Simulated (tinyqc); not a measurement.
Printed widths: electron-beam lithography: double-Gaussian proximity function, edge placement and dose correction for parallel lines. Computed by tinyqc, a small Python program. Command: `OMP_NUM_THREADS=1 python tinyqc.py 3113304 3113305 out.jsonl proximity walk`. One thread of a shared host (Intel(R) Xeon(R) Processor @ 2.30GHz), about 0.01 s of CPU time with the checks.

Lines are infinitely long. Absorbed energy is counted so that the middle of a very large area written at dose 1 receives 1; the resist develops where it exceeds 1/2.

Inputs (values chosen for the exercise, of the order of those for 100 keV electrons in resist on silicon): forward range alpha = 0.012 micrometre; backscatter range beta = 34 micrometre; backscatter ratio eta = 0.95.

line widths (micrometre): 0.046  0.081  0.043  0.07

gaps between the lines (micrometre): 0.15  5.9  0.077

Method:
- The first line starts at x = 0; each next one starts after the width and the gap.
- f(r) = [exp(-r^2/alpha^2)/alpha^2 + eta exp(-r^2/beta^2)/beta^2]/(pi (1 + eta)). A line from a to b at dose d gives E(x) = d [S(alpha) + eta S(beta)]/(1 + eta), S(s) = [erf((b - x)/s) - erf((a - x)/s)]/2.
- M_ij is the mean of E at the two edges of line i from line j at dose 1.
- Uncorrected edge energies are M 1. Solve M d = 1/2 for the doses d that put the mean edge energy of every line at the threshold.
- Edges are the roots of E(x) = 1/2 between a line centre and the middle of the next gap. Three cases: dose 1 everywhere; one common dose equal to the mean of d; the corrected doses.

Lines (micrometre):
```
line  left edge  right edge  centre
1         0.000       0.046  0.0230
2         0.196       0.277  0.2365
3         6.177       6.220  6.1985
4         6.297       6.367  6.3320
```

corrected doses: 1 1.93558, 2 1.93557, 3 1.93560, 4 1.93561

Width error, printed less drawn (nm):
```
line  drawn width (nm)   dose 1    mean dose  corrected
1                   46  -32.299   4.8410e-05          0
2                   81  -32.241   2.1708e-04          0
3                   43  -32.453  -7.8762e-05          0
4                   70  -32.244  -1.8631e-04          0
```

What follows from these numbers?

With the common mean dose the errors span 0.0 nm. With corrected doses the largest error is below 0.01 nm.

Extremes, crossings and ranges named in words are read from the listed rows.
